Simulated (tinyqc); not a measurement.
Inside a calculation. Model: dopants and charged point defects at anneal temperature: Fermi-level effect, clustering and pairing. Computed by tinyqc, a small Python program that keeps every step. Command: `OMP_NUM_THREADS=1 python tinyqc.py 3010517 3010518 out.jsonl pairing walk`. One thread of a shared host (Intel(R) Xeon(R) Processor @ 2.30GHz), about 0.03 s of CPU time with the checks. Intermediate numbers are printed to about 6 digits and carried at full precision; extremes and crossings named in words are read from the listed rows.

Boltzmann statistics and full ionisation of active dopants. Energies are counted from the valence band; the defect (a vacancy or self-interstitial) has five charge states, with all degeneracy factors one.

Inputs (values chosen for the exercise, with bands modelled on germanium):
```
quantity                                         value    unit
gap at 0 K E_g0                                  0.757      eV
Varshni alpha                                 0.000475    eV/K
Varshni beta                                       236       K
electron mass m_e                                0.223     m_0
valleys M_c                                          4       -
hole mass m_h                                     0.35     m_0
anneal temperature T                               830       K
total dopant density N                         8.1e+19   cm^-3
formation enthalpy of the neutral defect H_f      2.83      eV
formation entropy S_f                              3.1     k_B
site density N_s                               3.5e+22   cm^-3
intrinsic dopant diffusivity D_i               9.9e-16  cm^2/s
anneal time t                                     3000       s
dopant atoms per cluster k                           4       -
cluster binding energy E_b                        1.64      eV
```

Dopant: acceptor. Second part: clustering of the dopant.

defect levels as fractions of E_g(T): (2+/+), (+/0), (0/-), (-/2-): 0.11  0.17  0.44  0.68

Constants: m_0 = 9.1093837015e-31 kg; k_B = 1.380649e-23 J/K; h = 6.62607015e-34 J s; k_B = 8.617333262e-05 eV/K.

## The host at the anneal temperature

E_g = E_g0 - alpha T^2/(T + beta). N_c = 2 M_c (2 pi m_e k_B T/h^2)^(3/2) and N_v = 2 (2 pi m_h k_B T/h^2)^(3/2), masses in units of m_0. n_i = sqrt(N_c N_v) exp(-E_g/2 k_B T); E_i = E_g/2 + (k_B T/2) ln(N_v/N_c).

E_g = 0.450032 eV

k_B T = 0.0715239 eV

n_i = 1.46728e+18 cm^-3

E_i = 0.199620 eV

effective density of states N_b of the majority band = 2.39116e+19 cm^-3

## Active and clustered dopant

p = A/2 + sqrt(A^2/4 + n_i^2) for an active density A. k ionised dopants and k carriers form one neutral cluster: C = N_s (A/N_s)^k (p/N_b)^k exp(E_b/k_B T), N_b the effective density of states of the majority band, and N = A + k C (60 bisections in ln A between ln N - 90 and ln N).

active density A = 1.97474e+19 cm^-3

clusters C = 1.53132e+19 cm^-3

active share = 0.243795

76 % of the dopant is lost to clusters.

## Carrier density and Fermi level

chi = n/n_i (for acceptors n_i/p); E_F = E_i + k_B T ln chi; field enhancement h = 1 + A/sqrt(A^2 + 4 n_i^2).

p = 1.98558e+19 cm^-3

chi = 0.0738969

E_F = 0.0132940 eV

field enhancement h = 1.98914

The doping is 13.5 n_i: extrinsic conditions.

## Charged defects

C_0 = N_s exp(S_f/k_B) exp(-H_f/k_B T). Ratios to the neutral state at E_F = E_i: r_+ = exp((E(+/0) - E_i)/k_B T), r_2+ = r_+ exp((E(2+/+) - E_i)/k_B T), r_- = exp((E_i - E(0/-))/k_B T), r_2- = r_- exp((E_i - E(-/2-))/k_B T); at other E_F state q scales as chi^(-q). The enhancement is sum r_q chi^(-q)/sum r_q. The charge on the defects is left out of neutrality.

neutral defects C_0 = 5.08814e+06 cm^-3

Charge states:
```
state  ratio r  intrinsic (cm^-3)  doped (cm^-3)
2+     0.02192        1.11557e+05    2.04289e+07
+      0.17883        9.09927e+05    1.23135e+07
0      1.00000        5.08814e+06    5.08814e+06
-      1.02270        5.20365e+06    3.84533e+05
2-     0.23103        1.17552e+06    6.41923e+03
```

all defects, doped = 3.82215e+07 cm^-3

enhancement over intrinsic = 3.06046

mean charge = 1.38074 e

Doping leaves the neutral state alone and multiplies the total by 3.06; the most common state is 2+ (in intrinsic material -).

## Dopant diffusivity

If every charge state of the defect carries the dopant equally well, D = D_i x enhancement x h x (active share A/N, a rough stand-in that overstates the dA/dN which immobile clusters call for), D_i being an input held fixed when T or H_f is moved; diffusion length 2 sqrt(D t).

effective diffusivity D = 1.46931e-15 cm^2/s

D/D_i = 1.48415

diffusion length = 41.9901 nm

## Against doping

chi = n/n_i; h = 1 + A/sqrt(A^2 + 4 n_i^2); the dopant diffusivity over its intrinsic value is D/D_i = enhancement x h x A/N, if every charge state carries the dopant equally well.

Trend at the anneal temperature:
```
N (cm^-3)  active A (cm^-3)       chi  defect enhancement  mean charge    D/D_i
4.40e+16        4.40000e+16  0.985119             0.99239     -0.50463  1.00727
1.20e+17        1.20000e+17  0.959944             0.97972     -0.48806  1.01975
3.40e+17        3.40000e+17  0.890829             0.94633     -0.43988  1.05525
9.60e+17        9.60000e+17  0.725014             0.87647     -0.30413  1.14898
2.70e+18        2.69998e+18  0.438803             0.82081      0.04842  1.37655
7.50e+18        7.47090e+18  0.189358             1.12358      0.70966  2.16096
2.10e+19        1.47998e+19  0.098186             2.11785      1.20521  2.95661
5.80e+19        1.86772e+19  0.078081             2.83880      1.34907  1.81722
1.60e+20        2.18712e+19  0.066788             3.52910      1.43586  0.96054
```

Well below n_i = 1.47e18 cm^-3 chi and the enhancement are near 1. At any doping d ln(enhancement)/d ln chi equals minus the mean charge, which goes from -0.50 to +1.44 over the rows. The defect density first falls, because doping removes the states with the sign of the ionised dopant before it feeds the opposite ones. Clustering bends A over: its exponent in N falls to 0.16, towards 1/(2k) = 0.125, and D/D_i peaks at N = 2.1e19 cm^-3.

## Activation against anneal temperature

The formulas are those given above.

Equilibrium activation:
```
T (K)  n_i (cm^-3)  active A (cm^-3)  clusters C (cm^-3)  active share
500    1.58740e+16       2.10766e+18         1.97231e+19      0.026020
580    7.26480e+16       4.52293e+18         1.91193e+19      0.055839
660    2.37115e+17       8.14072e+18         1.82148e+19      0.100503
750    6.82088e+17       1.36620e+19         1.68345e+19      0.168667
830    1.46728e+18       1.97474e+19         1.53132e+19      0.243795
910    2.79899e+18       2.67411e+19         1.35647e+19      0.330137
1000   5.18857e+18       3.53588e+19         1.14103e+19      0.436528
```

The active share goes from 0.0260 at 500 K to 0.437 at 1000 K, so a layer activated by a hot, short anneal is metastable and deactivates in later, cooler steps if the dopant can move. Over the first three rows, where most dopant is clustered, a fit of ln A rises with slope 0.240 eV against -1/k_B T, near E_b/(2k) = 0.205 eV plus 0.75 k_B T.

Checks made by the program: conservation of the dopant (relative difference below 1e-10); ratios against Boltzmann factors of formation energies at E_F (relative difference below 1e-10).
